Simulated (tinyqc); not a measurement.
From results back to parameters: mean-field antiferromagnet of the Hubbard model on the square lattice. Three cases, with inputs chosen for the exercise.

Problem. In the insulating state f(E-) = 1 and f(E+) = 0, so the gap equation is 1 = (U/2) mean 1/sqrt(e-^2 + Delta^2). Delta is given and U is hidden.

e(k) = -2 t (cx + cy) - 4 t2 cx cy, ci = cos ki; one electron a site; Q = (pi, pi). <n_up - n_dn> = m cos(Q.R) gives Delta = U m/2 and bands E = e+ -/+ sqrt(e-^2 + Delta^2), e+- = (e(k) +- e(k + Q))/2 (the constant U/2 is dropped). Means run over the mesh k_i = 2 pi (j + 1/2)/N of the whole zone: mu from mean(f(E-) + f(E+)) = 1; m(out) = mean of Delta (f(E-) - f(E+))/sqrt(e-^2 + Delta^2); free energy per site F = -kT mean[ln(1 + exp(-(E- - mu)/kT)) + ln(1 + exp(-(E+ - mu)/kT))] + mu + U m^2/4. Order at T > 0 in two dimensions is an artefact of mean field.

Case 1.

Classes of points:
```
|e-| (eV)  e+ (eV)  points
0.0000      0.0000      16
1.2664      0.0000      16
1.7910      0.0000       8
3.0574      0.0000      16
4.3238      0.0000       8
```

Delta = 4.69869 eV

Case 2.

Classes of points:
```
|e-| (eV)  e+ (eV)  points
0.0000      0.0000      16
1.1473      0.0000      16
1.6226      0.0000       8
2.7699      0.0000      16
3.9172      0.0000       8
```

Delta = 3.19481 eV

Case 3.

Classes of points:
```
|e-| (eV)  e+ (eV)  points
0.0000      0.0000      16
0.8226      0.0000      16
1.1634      0.0000       8
1.9860      0.0000      16
2.8086      0.0000       8
```

Delta = 1.28053 eV

Find: mean 1/sqrt(e-^2 + Delta^2); U; m.

Solution. Form the weighted mean over the classes; U = 2/mean and m = 2 Delta/U.

Case 1.

mean 1/sqrt(e-^2 + Delta^2) = 0.194 1/eV
U = 10.33 eV
m = 0.910

Case 2.

mean 1/sqrt(e-^2 + Delta^2) = 0.271 1/eV
U = 7.39 eV
m = 0.865

Case 3.

mean 1/sqrt(e-^2 + Delta^2) = 0.578 1/eV
U = 3.46 eV
m = 0.740

Computed by tinyqc, one run a case: `OMP_NUM_THREADS=1 python tinyqc.py N N+1 out.jsonl` with N = 1680299, 1680380, 1680436; one thread of a shared Intel(R) Xeon(R) Processor @ 2.30GHz, about 0.2 s a run at most.
